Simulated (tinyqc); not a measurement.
# Thin film between two gates, subbands and threshold shift from confinement, step by step

Computed by the program tinyqc: `OMP_NUM_THREADS=1 python tinyqc.py 2350036 2350037 out.jsonl`, one thread of a shared Intel Xeon 2.30GHz, about 0.06 s for the whole run. Printed values are rounded.

Undoped body with a flat potential across it, hard walls, transport along x. Three valley pairs (g = 2 each) with the longitudinal mass along x, y or z. Non-parabolicity enters the subband edges through E (1 + al E) = gamma, so E = 2 gamma/(1 + sqrt(1 + 4 al gamma)); motion within a subband is taken as parabolic with the band-edge mass. Energies are counted from the bulk band edge.

Inputs (values chosen for the exercise); masses close to those of silicon: temperature T = 300 K; longitudinal mass ml = 0.929 m0; transverse mass mt = 0.187 m0; non-parabolicity al = 0.5 1/eV; film thickness (along z) t = 9.7 nm; widening of the box by penetration into the insulator dl = 0 nm.

Constants: q = 1.602176634e-19 C, kB = 1.380649e-23 J/K, hbar = 1.054571817e-34 J s, m0 = 9.1093837015e-31 kg, Vt = kB T/q, hbar^2/(2 m0) = 0.0380998212 eV nm^2. Results are converted to the units shown.

## Lowest subbands

gamma = C (pi k/(t + dl))^2/mz, C = hbar^2/(2 m0). List the 6 lowest, labelled by valley axis and quantum numbers, with degeneracy g and N_k: N_k = g sqrt(mx my) m0 kB T/(pi hbar^2).

```
subband,E_k (eV),g,N_k (cm^-2)
z1,0.00429272,2,4.03890e12
z2,0.0170622,2,4.03890e12
x1,0.0211480,2,9.00223e12
y1,0.0211480,2,9.00223e12
z3,0.0379956,2,4.03890e12
z4,0.0666123,2,4.03890e12
```

## Threshold shift

Each subband has N_k = g sqrt(mx my) m0 kB T/(pi hbar^2); without degeneracy n = exp(EF/Vt) sum N_k exp(-E_k/Vt). Classical value Nc times t, Nc = sum over valleys of 2 g (m m0 kB T/(2 pi hbar^2))^1.5 with m = (mx my mz)^(1/3). Threshold shift dVT = Vt ln(classical value/sum N_k exp(-E_k/Vt)). Use the subbands listed.

```
subband,shares (%)
z1,23.2881
z2,14.2108
x1,27.0437
y1,27.0437
z3,6.3234
z4,2.0903
```

sum N_k exp(-E_k/Vt) = 1.46897e13 cm^-2
Nc = 2.71377e19 cm^-3
classical value = 2.63236e13 cm^-2
dVT = 15.0799 mV

With all subbands dVT = 13.60 mV. The lowest edge lies at 4.29 meV; dVT is larger than that, since sum N_k exp(-(E_k - E_1)/Vt) falls short of the classical value.
